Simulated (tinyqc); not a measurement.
Worked calculation: Peierls distortion of a half-filled chain. Values are carried at full precision from step to step, so a last printed digit may differ when a step is redone from the rounded ones.

Atoms move by +/- u, so bonds change by -/+ 2u and hoppings are t +/- 2 al u. Bands E = -/+ sqrt((2 t cos x)^2 + D^2 sin^2 x) with D = 4 al u, x = k a in (0, pi/2); the gap is 2D. Energy per atom at zero temperature: E(u) = -mean_x sqrt(...) + 2 K u^2; exactly, the mean is (4t/pi) E(1 - z^2), z = D/2t, E the complete elliptic integral of the second kind with parameter m. Coupling lambda = 2 al^2/(pi t K).

Constants: kB = 8.617333262e-05 eV/K.

Parameters, chosen for this exercise: t = 2.09 eV (hopping of the even chain); al = 4 eV/angstrom (change of hopping with bond length); K = 14.9 eV/angstrom^2 (spring constant of a bond); u = 0.045 angstrom (trial shift of alternate atoms); N = 6 (k points).

## Energy at a trial distortion

Use the mesh x_j = (j + 1/2) pi/(2N), j = 0 .. N-1, and also the elliptic integral.

D = 0.7200 eV

|E| on the mesh (eV): 4.1453  3.8716  3.3451  2.6079  1.7324  0.8985

band energy on the mesh = -2.7668 eV
elastic energy = 0.0603 eV
total, exact = -2.7061 eV
exact E(u) - E(0) = -0.0450 eV

This distortion lowers the energy; the mesh errs by -0.39 meV.

## The equilibrium distortion

dE/du = 0 gives 1 = (4 al^2/K) mean(sin^2 x/|E|); solve with the exact mean, and compare with the weak-coupling form D = 8 t exp(-1 - 1/(2 lambda)).

lambda = 0.3271
u0 = 0.0938 angstrom
gap 2D = 3.002 eV
gap, weak coupling = 2.667 eV
E(u0) - E(0) per atom = -77.41 meV

Long and short bonds differ by 4 u0 = 0.3752 angstrom. The weak-coupling gap is 0.889 of the full one. The gain is far smaller than the gap, since only states near the zone edge move.

## Length and phonon scales

Coherence length xi/a = 2t/D with D half the gap; mean-field transition kB Tp = D/1.764 (weak coupling); for the optical mode at the zone edge (omega_R/omega_0)^2 = 2 lambda at weak coupling.

xi/a = 2.78
Tp = 9.87e+03 K
omega_R/omega_0 = 0.809

Tp is a mean-field scale: in a single chain fluctuations forbid the transition, and coupling between chains sets the real one, far lower.

## Checks

- Total energy at u0 on 4000 points against the elliptic integral (eV): both -2.73848.

tinyqc: `OMP_NUM_THREADS=1 python tinyqc.py 1682692 1682693 out.jsonl`; about 0.07 s, one thread, shared Intel(R) Xeon(R) Processor @ 2.30GHz.
